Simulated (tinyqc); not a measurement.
What each parameter does: shallow acceptor in the spherical four-band model.

Units Ry* = Ry/(g1 eps^2) and a* = a0 eps g1; mu = (6 g3 + 4 g2)/(5 g1) is the spherical heavy-light coupling and delta = (g3 - g2)/g1 the cubic term, which is left out.

The ground state 1S3/2 has an L = 0 part f(r) and an L = 2 part g(r). In units of Ry* and a*, with Gaussians f_i = exp(-a_i r^2), g_i = r^2 exp(-a_i r^2), A = a_i + a_j and I(n) = Gamma((n + 1)/2)/(2 A^((n + 1)/2)): S_ff = I(2), S_gg = I(6), H_ff = (6 a_i a_j/A) I(2) - 2 I(1), H_gg = (14 a_i a_j/A) I(6) - 2 I(5), H_fg = -mu [15 I(2) - 20 a_j I(4) + 4 a_j^2 I(6)]; each function is then normalised. The split-off band is left out.

Converged values use 22 exponents 2.2^i, i = -7 to 14, for f and for g.
Constants: Ry = 13.60569312 eV; a0 (Bohr radius) = 0.5291772105 angstrom.

Parameters, chosen for this exercise (near those of a shallow acceptor in GaSb; the results hold for these values, not for the real material): g1 = 13.42 (Luttinger gamma1); g2 = 4.71 (gamma2); g3 = 5.95 (gamma3); eps = 14.8 (dielectric constant).

Converged values.

One parameter was then changed.

Results before and after:
```
case        mu  Ry* (meV)  binding (meV)  <r> (angstrom)
base     0.813       4.63          12.63            64.5
changed  0.753       4.29           9.28            86.3
```

Which of these changes was made? (a) eps = 16; (b) g2 = 4; (c) g1 = 14.49; (d) g3 = 5.47.
Answer: (c) g1 = 14.49. Of the candidates, run in turn, only this one gives the changed row.

All candidates:
```
case           mu  Ry* (meV)  binding (meV)  <r> (angstrom)
base        0.813       4.63          12.63            64.5
g1 = 14.49  0.753       4.29           9.28            86.3
g2 = 4      0.770       4.63          10.65            75.6
g3 = 5.47   0.770       4.63          10.62            75.7
eps = 16    0.813       3.96          10.81            69.7
```

g1 acts twice: it lowers Ry* and it lowers mu.

Program tinyqc; command `OMP_NUM_THREADS=1 python tinyqc.py 1252528 1252529 out.jsonl`; about 0.1 s on one thread of a shared Intel(R) Xeon(R) Processor @ 2.30GHz.
